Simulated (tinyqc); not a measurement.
Kinetic Monte Carlo and master equation for a particle on a ring of sites with traps and bias. Changing the scale factor s of the disorder. Computed by tinyqc, a small Python program. Command: `OMP_NUM_THREADS=1 python tinyqc.py 3020618 3020619 out.jsonl kmc sweep`. One thread of a shared host (Intel(R) Xeon(R) Processor @ 2.30GHz), about 0.01 s of CPU time with the checks.

8 sites on a ring, numbered 1 to 8. The saddle between i and i+1 lies at E0 + s b_i and site i at s eps_i; a force F tilts the landscape, with the saddle half-way.

Inputs (values chosen for the exercise, for a model defect):
```
quantity                  value         unit
reference barrier E0        0.7           eV
attempt frequency nu        4.4          THz
temperature T               650            K
site spacing a                2     angstrom
force F along the ring  0.00037  eV/angstrom
```

Disorder: random barriers.

site energies eps_i (eV): 0  0  0  0  0  0  0  0

saddle shifts b_i between sites i and i+1 (eV): 0.0072  0.0016  -0.07  -0.06  -0.017  -0.025  -0.049  -0.07

Constants: k_B = 8.617333262e-05 eV/K.

Method:
- Rates: k(i to i+1) = nu exp(-(E0 + s b_i - s eps_i - F a/2)/(k_B T)), k(i to i-1) = nu exp(-(E0 + s b_(i-1) - s eps_i + F a/2)/(k_B T)).
- Share right = k right/(k right + k left); mean stay = 1/(k right + k left).
- Master equation dP/dt = W P, W_(i+1,i) = k right, W_(i-1,i) = k left, columns summing to zero. The steady state is its null vector; drift v = a sum P_i (k right - k left). D = a^2 lambda''(0)/2, where lambda(q) is the leading eigenvalue of W with right hops weighted by exp(q) and left hops by exp(-q).
- The slowest relaxation rate is minus the real part of the next eigenvalue of W. 1 angstrom = 1e-8 cm.
- At zero force D0 = a^2 nu exp(-E0/(k_B T)) / [<exp(-s eps/(k_B T))> <exp(s b/(k_B T))>], with means over the ring; Einstein relation v = D0 F/(k_B T); 1 angstrom = 1e-8 cm.

One run for each value; columns: (1) scale factor s of the disorder; (2) D0 over the value without disorder; (3) drift velocity v (cm/s); (4) slowest relaxation rate (1/s):
```
(1)     (2)       (3)        (4)
0.10  1.064  0.004621  9.946e+06
0.25  1.161  0.005043  1.031e+07
0.50  1.324  0.005753  1.091e+07
0.75  1.486  0.006455  1.151e+07
1.00  1.640  0.007127  1.212e+07
1.50  1.914  0.008317  1.348e+07
2.00  2.127  0.009240  1.512e+07
2.50  2.274  0.009881  1.711e+07
```

What does the table show, and why?

Over the rows, D0 over the value without disorder rises from 1.06 to 2.27 (exponent d ln y / d ln x 0.095 between the first rows and 0.30 between the last); drift velocity v (cm/s) rises from 0.00462 to 0.00988 (exponent d ln y / d ln x 0.095 between the first rows and 0.30 between the last); slowest relaxation rate (1/s) rises from 9.95e6 to 1.71e7 (exponent d ln y / d ln x 0.039 between the first rows and 0.55 between the last). For the drift and D0, to first order in s only the mean of b - eps acts; beyond that high saddles and deep sites weigh most in the two averages.

Extremes, crossings and ranges named in words are read from the listed rows.
